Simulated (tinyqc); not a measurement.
# Floating body of a partially depleted SOI transistor: body voltage and kink: effects of single changes

Source at 0 V. Channel current Ic = 2 nf K Vt^2 [F(0) - F(Vd)](1 + la Vd), F(V) = ln^2(1 + exp((Vg - VT - nf V)/(2 nf Vt))), VT = VT0 - gb Vb. Saturation voltage Vs = 2 Vt sqrt(F(0)) + 3 Vt, excess Ve = (Vd - Vs + sqrt((Vd - Vs)^2 + 0.0004 V^2))/2, multiplication M1 = Ai Ve exp(-Bl/Ve). Each junction passes D(v) = J1 (exp(v/Vt) - 1) + J2 (exp(v/(2 Vt)) - 1). Bipolar current Ib = bb J1 (exp(Vb/Vt) - 1). The body settles where M1 (Ic + Ib) = D(Vb) + D(Vb - Vd) + Vb/Rb; drain current Id = (1 + M1)(Ic + Ib) - D(Vb - Vd).

Inputs (values chosen for the exercise); values of the order met in partially depleted silicon-on-insulator transistors:
```
symbol   value         unit                                                                                            meaning
T          300            K                                                                                        temperature
VT0       0.51            V                                                                     threshold at zero body voltage
gb        0.11                                                                  fall of the threshold per volt of body voltage
nf        1.16                                                                                                    slope factor
K          450  uA/(V^2 um)                                                                              gain factor per width
la        0.04          1/V                                                                   channel-length modulation factor
Ai        3.27          1/V                                                                        impact-ionisation prefactor
Bl         8.9            V                                                                          impact-ionisation voltage
J1       4e-13        uA/um                                                      diffusion saturation current of each junction
J2      1.1e-9        uA/um                                                  recombination saturation current of each junction
bb           1                                                 gain of the lateral bipolar transistor on the diffusion current
Rb         1e9      kohm um  resistance of a weak body tie to the source (1e9 stands for no tie, and the term is then dropped)
Vg         0.8            V                                                                                       gate voltage
Vd         1.7            V                                                                                      drain voltage
```

Constants: q = 1.602176634e-19 C, kB = 1.380649e-23 J/K, Vt = kB T/q. Results are converted to the units shown.

Each table varies one quantity; the others keep the values above.

## Output curve and kink

Rows with more than one solution for Vb (latch) are left out; dId/dVd by a forward difference over 1e-4 V, swing = 1e-4 V over the change of log10 Id; M1 under 1e-12 is printed as 0.

Output curve and kink:
```
Vd (V)	Vb (V)	M1	Id, floating (uA/um)	Id, grounded (uA/um)	ratio	dId/dVd, floating (uS/um)	dId/dVd, grounded (uS/um)
0.8	0.2217	4.035e-9	19.82	16.89	1.174	27.12	0.6546
1	0.4644	1.451e-6	23.50	17.02	1.380	11.22	0.6560
1.2	0.5647	5.100e-5	25.23	17.15	1.471	6.926	0.6780
1.4	0.6261	5.067e-4	26.43	17.30	1.528	5.302	0.7857
1.6	0.6686	0.002512	27.43	17.48	1.570	4.956	1.074
1.8	0.7001	0.008194	28.49	17.74	1.606	5.805	1.619
2	0.7246	0.02039	29.84	18.15	1.645	7.963	2.456
2.2	0.7445	0.04217	31.78	18.75	1.695	11.64	3.576
```

Vb rises from 0.222 to 0.744 V and the ratio of the currents rises from 1.17 to 1.70. The output conductance with a floating body exceeds the grounded value by the largest factor among the rows, 41.4, at Vd = 0.8 V, where Vb = 0.222 V and M1 = 4.03e-9.

## Transfer curve and swing

Same model as above.

Transfer curve and swing:
```
Vg (V)	Vb (V)	M1	Id, floating (uA/um)	Id, grounded (uA/um)	ratio	swing, floating (mV/decade)	swing, grounded (mV/decade)
0.06	0.1125	0.02200	3.509e-7	2.326e-7	1.509	59.15	69.40
0.16	0.3018	0.02198	1.962e-5	6.483e-6	3.026	57.38	69.16
0.26	0.4480	0.02185	9.250e-4	1.797e-4	5.148	62.29	69.59
0.36	0.5466	0.02110	0.03158	0.004729	6.677	69.64	71.82
0.46	0.6190	0.01835	0.5653	0.09898	5.711	97.10	82.33
0.56	0.6595	0.01364	3.589	1.081	3.319	165.2	118.6
0.66	0.6778	0.009161	10.77	5.021	2.145	265.4	193.5
0.76	0.6847	0.005777	22.21	13.15	1.689	378.7	294.8
0.86	0.6850	0.003432	37.74	25.53	1.478	495.4	406.2
```

Vb rises from 0.113 to 0.685 V. The smallest swing among the rows is 57.4 mV a decade with a floating body (at Vg = 0.16 V) and 69.2 with a grounded one; Vt ln 10 = 59.5. The floating swing is smaller by more than 3 % for Vg = 0.06, 0.16, 0.26, 0.36 V, where the rising Vb lowers the threshold as Vg rises. In the first row the floating body raises the current by a factor of 1.51.

Range of the model: The multiplication law is an empirical form chosen for the exercise; self-heating and capacitive coupling to the body are left out, and the linear laws are rough once Vb passes about 0.7 V or M1 about 0.1.

Numbers from tinyqc (`OMP_NUM_THREADS=1 python tinyqc.py 2182148 2182149 out.jsonl`; about 0.2 s on one thread of a shared Intel Xeon 2.30GHz).
